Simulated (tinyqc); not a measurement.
Inside a calculation. Model: p-i-n power rectifier, conductivity modulation at high injection.

Computed by the program tinyqc: `OMP_NUM_THREADS=1 python tinyqc.py 2230037 2230038 out.jsonl`, one thread of a shared Intel Xeon 2.30GHz, about 0.01 s for the whole run. Printed values are rounded.

A drift layer from x = -d to d (2 d = W) between ideal p+ and n+ emitters (no recombination in them). High injection, n = p, ambipolar diffusion with one lifetime; both mobilities scale as (T/300 K)^(-bt).

Inputs (values chosen for the exercise); bulk values close to those of silicon: temperature T = 450 K; relative permittivity eps_r = 12.1; critical-field constant Kc = 3960 V/cm per (cm^-3)^(1/8); rated breakdown voltage of the drift layer BV = 120 V; drift mobility at 300 K mud = 1220 cm^2/(V s); temperature exponent of the drift mobility bt = 2.3; hole mobility at 300 K mup = 436 cm^2/(V s); band gap Eg = 1.13 eV; conduction-band density of states at T Nc = 5.14e19 cm^-3; valence-band density of states at T Nv = 4.87e19 cm^-3; forward current density J = 200 A/cm^2; high-level lifetime tau = 7.9e-9 s.

Constants: q = 1.602176634e-19 C, kB = 1.380649e-23 J/K, Vt = kB T/q, eps0 = 8.8541878128e-14 F/cm where lengths are in cm. Results are converted to the units shown.

## Drift layer

Triangular field at breakdown with Ec = Kc N^(1/8): BV = eps0 eps_r Ec^2/(2 q N), so N = (eps0 eps_r Kc^2/(2 q BV))^(4/3); W = 2 BV/Ec; mu = mud (T/300 K)^(-bt); rho = 1/(q mu N); ideal resistance rho W.

N = 3.315409e15 cm^-3
Ec = 0.3449549 MV/cm
W = 6.957431 um
mu = 480.1202 cm^2/(V s)
rho = 3.921052 ohm cm
ideal resistance = 2.728045 mohm cm^2

## Carrier profile

Da = 2 mun mup Vt/(mun + mup), La = sqrt(Da tau), B = (mun - mup)/(mun + mup) with mun = mud (T/300 K)^(-bt), mup likewise; n(x) = (tau J/(2 q La)) [cosh(x/La)/sinh(d/La) - B sinh(x/La)/cosh(d/La)]. 8 equal steps.

Da = 9.803733 cm^2/s
La = 2.782975 um
B = 0.4734300

| point | x (um) | n (cm^-3) |
|---|---|---|
| 0 | -3.478716 | 2.800202e16 |
| 1 | -2.609037 | 2.108898e16 |
| 2 | -1.739358 | 1.625222e16 |
| 3 | -0.869679 | 1.301556e16 |
| 4 | 0.000000 | 1.106031e16 |
| 5 | 0.869679 | 1.019399e16 |
| 6 | 1.739358 | 1.033131e16 |
| 7 | 2.609037 | 1.148578e16 |
| 8 | 3.478716 | 1.377106e16 |

d/La = 1.25. The lowest density on the grid is 3.07 times the drift doping.

## Forward voltage and stored charge

Ohmic drop: integral of J/(q (mun + mup) n); diffusion (Dember) drop Vt B ln(n(-d)/n(d)); both junctions together Vt ln(n(-d) n(d)/ni^2), ni = sqrt(Nc Nv) exp(-Eg/(2 Vt)), Eg in volts; V_F = the sum; stored charge q times the integral of n. Trapezoid rule; mun and mup scale as (T/300 K)^(-bt).

ohmic drop = 0.1020000 V
diffusion drop = 0.01302928 V
junction drops = 0.5217290 V
V_F = 0.6367582 V
stored charge = 1.592837 uC/cm^2

A fine grid gives V_F = 0.6371 V and the stored charge J tau = 1.580 uC/cm^2. Without modulation the drift layer alone would drop J rho W = 0.546 V, 4.74 times the ohmic and diffusion drops together.
